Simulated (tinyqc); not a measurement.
Band-to-band tunnelling across a p-n junction in a two-band chain: one step. Self-energies of the two sides. Three cases, with inputs chosen for the exercise.

Problem. Form cos(k a) and S for each side.

Sites alternate A at -Eg/2 and C at +Eg/2 with hopping -t; near the edges, with k counted from the zone boundary pi/a, E^2 = (Eg/2)^2 + (t a k)^2, so t = sqrt(c Eg/m)/a gives the mass m, c = hbar^2/2m0. In the gap cosh(q a) = 1 + (Eg^2/4 - e^2)/(2 t^2), e the energy from the local mid-gap. The potential is V0 = Eg + ov on the p side (left), 0 on the n side, and falls linearly over the 2N sites of the junction, V_j = V0 (1 - j/(2N + 1)), j = 1 to 2N, site 1 being A. E = Eg/2 + x ov. A half chain that ends on a site of level e1 with neighbour e2 has g = (1 + z)/(E - e1), z = exp(-/+ i k a) the root with Im g < 0, cos(k a) = (E - e1)(E - e2)/(2 t^2) - 1. S_L = t^2 g (ending on C, shifted by V0), S_R = t^2 g (starting on A). T = 4 Im(S_L) Im(S_R) |G_(1,2N)|^2.

Give: cos(k a); S_L, S_R.

Case 1.

Values chosen (out of a larger set: gap and mass near those of GaSb; not measured data): Eg = 0.737 eV (gap).

t = 1.635312 eV
V0 = 0.857000 eV
E = 0.459700 eV

Solution.

cos(k a): left -0.995876, right -0.985878

S_L, S_R (eV): [-0.01440-0.31680i, 0.04560-0.54074i]

Case 2.

Values chosen (out of a larger set: gap and mass near those of Ge (direct gap); not measured data): Eg = 0.807 eV (gap).

t = 2.242883 eV
V0 = 1.217000 eV
E = 0.633100 eV

Solution.

cos(k a): left -0.982295, right -0.976344

S_L, S_R (eV): [-0.09020-0.95444i, 0.11480-1.04931i]

Case 3.

Values chosen (out of a larger set: gap and mass near those of GaAs; not measured data): Eg = 1.384 eV (gap).

t = 1.712754 eV
V0 = 1.614000 eV
E = 0.855300 eV

Solution.

cos(k a): left -0.983508, right -0.956933

S_L, S_R (eV): [-0.03335-0.36574i, 0.08165-0.55039i]

Computed by tinyqc, one run a case: `OMP_NUM_THREADS=1 python tinyqc.py N N+1 out.jsonl` with N = 1452177, 1452232, 1452521; one thread of a shared Intel(R) Xeon(R) Processor @ 2.30GHz, about 0.01 s a run at most.
